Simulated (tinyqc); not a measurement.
Inside a calculation. Method: power iteration on a symmetric matrix. One step of it, computed by the program tinyqc.

Problem. Step 1. w = (A - shift) v; v' = w/|w| with its largest component positive (the first on a tie); lambda = v'^T A v'.

A, lower triangle:
```
,1,2,3,4
1,0.252000
2,-0.377000,0.293000
3,-1.210000,-0.230000,0.648000
4,-0.632000,-0.173000,-0.278000,1.222000
```

vector v at the start: 0.500000  0.500000  0.500000  0.500000

shift = -0.360000

Give: vector after step 1; Rayleigh quotient after step 1.

Solution.

vector after step 1: 0.878  0.069  0.388  -0.273

Rayleigh quotient after step 1 = -0.131
